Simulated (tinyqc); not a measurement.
Inductance and parasitic capacitance from two readings.

Question. A loss-free coil L in parallel with C shows the apparent inductance L/(1 - w^2 L C), w = 2 pi f. Find L, C and the self-resonance 1/(2 pi sqrt(L C)).

apparent inductance at 6 and 12 GHz (nH): [2.4511500, 4.9184604]

Answer. The inverse of the reading is 1/L - w^2 C, a straight line in w^2.

L = 2.10 nH
C = 48.0 fF
self-resonance = 15.9 GHz

tinyqc, about 0.01 s, one thread, Intel Xeon 2.30GHz (shared host): `OMP_NUM_THREADS=1 python tinyqc.py 2302136 2302137 out.jsonl`
